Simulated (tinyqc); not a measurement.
Inside a calculation: propagation of a band-gap error through k.p and effective-mass formulas. Values are carried at full precision from step to step, so a last printed digit may differ when a step is redone from the rounded ones.

Chain, for a gap E (the reference Eg or another value), with Ep and Dso kept: 1/me = 1 + Ep (E + 2 Dso/3)/(E (E + Dso)); g* = 2 - 2 Ep Dso/(3 E (E + Dso)); g1(E) = g1 + (Ep/3)(1/E - 1/Eg), g2(E) = g2 + (Ep/6)(1/E - 1/Eg), light hole 1/(g1 + 2 g2), heavy hole 1/(g1 - 2 g2) along [100]; optical constant ei(E) = 1 + (ei - 1)(EP/(EP + E - Eg))^2, static e0(E) = ei(E) + e0 - ei.

Constants: Ry = 13.60569312 eV; a0 (Bohr radius) = 0.5291772105 angstrom; kB = 8.617333262e-05 eV/K; hbar^2/2m0 = 3.80998211 eV angstrom^2.

Parameters, chosen for this exercise (reference values near those of InSb, gap at low temperature; not measured data): Eg = 0.233 eV (gap at Gamma to the s-like level); Dso = 0.826 eV (spin-orbit splitting); Ep = 23.8 eV (Kane energy); g1 = 34.85 (Luttinger gamma1); g2 = 15.48 (gamma2); e0 = 16.69 (static dielectric constant); ei = 15.79 (optical dielectric constant); EP = 3.55 eV (mean (Penn) gap); Eg2 = 0.419 eV (a wrong gap, of the size a hybrid with far too much exact exchange can give); mh = 0.35 m0 (density-of-states mass of the holes); T = 77 K (temperature); k = 0.045 1/angstrom (wave vector).

## Masses, g factor and screening for both gaps

Evaluate the chain at Eg and at Eg2.

Band values at the two gaps:
```
quantity,at Eg,at Eg2,ratio
me,0.01306,0.02210,1.693
g*,-51.11,-23.12,-
g1,34.85,19.74,0.566
g2,15.48,7.923,0.512
light hole,0.01520,0.02811,1.850
heavy hole,0.2571,0.2571,1.000
ei,15.79,14.35,0.909
e0,16.69,15.25,0.914
```

The gap is off by a factor of 1.80; the electron mass follows with 1.69 and the light hole with 1.85, while the heavy hole, which does not couple to the conduction level, keeps its value. The optical constant changes less, by -9 %, as it answers to the mean gap, which shifts by the same +0.19 eV on a base of 3.55 eV. g* moves by +27.99; remote bands, left out here, shift it by tenths or, where it is large, by some per cent.

## Binding energies and densities for both gaps

Donor: R = Ry me/e0^2, a_B = a0 e0/me, Mott density (0.26/a_B)^3. Nc, Nv = 2 (m kT/(4 pi c))^(3/2), c = hbar^2/2m0, ni = sqrt(Nc Nv) exp(-E/2kT). Exciton: Ry mu/e0^2 with 1/mu = 1/me + g1(E). 1 angstrom^-3 = 1e24 cm^-3.

Use the values of the table.

Results:
```
quantity,at Eg,at Eg2,ratio
R (meV),0.6377,1.292,2.03
a_B (angstrom),676.4,365.2,0.540
Mott density (cm^-3),5.679e+13,3.609e+14,6.36
Nc (cm^-3),4.868e+15,1.072e+16,2.20
ni (cm^-3),1.360e+09,1652,1.21e-06
exciton (meV),0.4383,0.8999,2.05
```

Power laws carry the error on: the donor energy (me/e0^2) by a factor of 2.03, the Mott density (cube of me/e0) by 6.36. ni, with its exponential, changes by a factor of 1.21e-06, that is 5.9 decades.

## A scissor shift and what it does not mend

A rigid shift D = Eg - Eg2 of the conduction band restores the gap but leaves the curvature, so the mass stays me(Eg2); redoing the sum 1/m = 1 + Ep (E + 2 Dso/3)/(E (E + Dso)) with E = Eg and the same Ep gives another mass. For optics, eps2 at the edge goes as |p|^2/E^2: a rigid shift keeps the dipole elements p/E, while shifting the energies under unchanged p scales eps2 by (Eg2/Eg)^2.

shift D = -0.186 eV
mass under a rigid shift = 0.0221 m0
mass from the sum with the corrected gap = 0.0131 m0
factor on eps2 if p is left unscaled = 3.234

The rigid shift leaves the mass off by a factor of 1.69. The mass from the corrected gap is the reference me(Eg) here, because the exercise keeps Ep fixed; a real correction of the gap depends on k and changes Ep as well.

## Far from the edge the relative error shrinks

Two-level dispersion E(k) = sqrt(E^2/4 + Ep c k^2) - E/2 at k/4, k, 4k for both gaps, c = hbar^2/2m0.

Energies above the edge:
```
k (1/angstrom),at Eg (eV),at Eg2 (eV),ratio
0.01125,0.0418,0.0258,0.618
0.04500,0.3276,0.2675,0.817
0.18000,1.6015,1.5173,0.947
```

The ratio tends to Eg/Eg2 = 0.56 at k = 0 and goes from 0.618 to 0.947: at large k both curves approach the same slope sqrt(Ep c), while their distance in eV grows towards |Eg - Eg2|/2.

## Checks

- Chain at E = Eg against the inputs g1, g2, ei, e0: they agree to 1e-10 or better.

Computed by tinyqc, a small Python program: `OMP_NUM_THREADS=1 python tinyqc.py 1850211 1850212 out.jsonl` (the numbers bound the seed that draws the inputs); one thread of a shared host (Intel(R) Xeon(R) Processor @ 2.30GHz), about 0.01 s for the whole set of steps.
